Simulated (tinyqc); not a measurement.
Six-transistor SRAM cell, nodal equations and margins: two steps of the calculation.

Two cross-coupled inverters (pull-down bn, pull-up bp) hold the nodes Q and QB; access transistors (ba, threshold VTn, gate on the word line at Vdd when selected) join them to the bit lines. Transistor (EKV form, voltages against the body): I = 2 n b Vt^2 [F(vp - Vs) - F(vp - Vd)] from drain to source, F(v) = ln^2(1 + exp(v/(2 Vt))), vp = (Vg - VT + sg |Vd - Vs|)/n. n-channel bodies are at 0; for the p-channel device all voltages are counted down from Vdd. b in uA/V^2 gives I in uA. For an access transistor the bit line is the drain and the node the source. In a read both bit lines are at Vdd. The cell is symmetric (no mismatch).

Inputs (values chosen for the exercise): temperature T = 293 K; supply voltage Vdd = 0.8 V; slope factor n = 1.2; drain-induced barrier lowering sg = 0.041; n-channel threshold VTn = 0.34 V; p-channel threshold (magnitude) VTp = 0.26 V; gain factor of the pull-down transistor bn = 390 uA/V^2; gain factor of the access transistor ba = 260 uA/V^2; gain factor of the pull-up transistor bp = 170 uA/V^2.

Constants: q = 1.602176634e-19 C, kB = 1.380649e-23 J/K, Vt = kB T/q. Results are converted to the units shown.

Problem 1. Node voltages in a read by Newton steps. F1 = In(gate QB, drain Q) - Ip(gate QB, drain Q) - Ia(bit line, Q), F2 the same with Q and QB exchanged; J by central differences with +/- 1e-6 V; solve J d = -F, limit each component to +/- 0.15 V and add.

(Q, QB) at the start (V): Q 0.00000000, QB 0.80000000

Find: F1, F2; J; (Q, QB) after iteration 1.

Solution 1.

F1, F2 (uA): [-26.31, 0.00]

J (uS):

|  | Q | QB |
|---|---|---|
| F1 | 311.8 | 0.0 |
| F2 | 0.0 | 91.8 |

(Q, QB) after iteration 1 (V): Q 0.0844, QB 0.8000

Problem 2. The largest square in the read butterfly. f(x) is the node voltage of one half-cell in a read for input x (In - Ip - Ia = 0). Static noise margin: side of the largest square between the curve (x, f(x)) and its mirror image (f(y), y); with h(c) the root x of f(x) - x = c, it is the maximum over c > 0 of h(c) - h(-c) + c.

| point | c (V) |
|---|---|
| 0 | 0.12 |
| 1 | 0.19 |
| 2 | 0.27 |
| 3 | 0.33 |
| 4 | 0.39 |
| 5 | 0.43 |
| 6 | 0.46 |

Give: h(c); h(-c); side.

Solution 2.

| point | h(c) (V) | h(-c) (V) | side (V) |
|---|---|---|---|
| 0 | 0.4053 | 0.4398 | 0.0856 |
| 1 | 0.4024 | 0.4669 | 0.1255 |
| 2 | 0.3974 | 0.5031 | 0.1643 |
| 3 | 0.3881 | 0.5328 | 0.1854 |
| 4 | 0.3682 | 0.5651 | 0.1931 |
| 5 | 0.3471 | 0.5889 | 0.1882 |
| 6 | 0.3270 | 0.6082 | 0.1787 |

The maximum over c is 193.1 mV, the read margin; with the word line off (no Ia) the same construction gives 320.3 mV.

Program tinyqc, `OMP_NUM_THREADS=1 python tinyqc.py 2340162 2340163 out.jsonl`; Intel Xeon 2.30GHz, shared host, one thread, about 0.2 s.
